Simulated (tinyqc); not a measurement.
# Potential step from the flux

Problem. On one interval J = (q mu Vt/hx) [nb B(d) - na B(-d)], B(d) = d/(exp(d) - 1), d = (psi_b - psi_a)/Vt. Find psi_b - psi_a, and the step at which J would vanish.

Inputs (values chosen for the exercise):
```
symbol,value,unit,meaning
T,350,K,temperature
mu,8090,cm^2/(V s),electron mobility
na,1e13,cm^-3,density at the left node
nb,7.4e15,cm^-3,density at the right node
hx,13,nm,node spacing
```

Constants: q = 1.602176634e-19 C, kB = 1.380649e-23 J/K, Vt = kB T/q. Results are converted to the units shown.

J = 20594.906 A/cm^2

Solution. B(d) falls and B(-d) rises with d, so J falls steadily with the step and one value matches. J = 0 needs nb/na = exp(d), the Boltzmann ratio.

psi_b - psi_a = 0.110 V
step for J = 0 = 0.199 V

Program tinyqc, `OMP_NUM_THREADS=1 python tinyqc.py 2220124 2220125 out.jsonl`; Intel Xeon 2.30GHz, shared host, one thread, about 0.01 s.
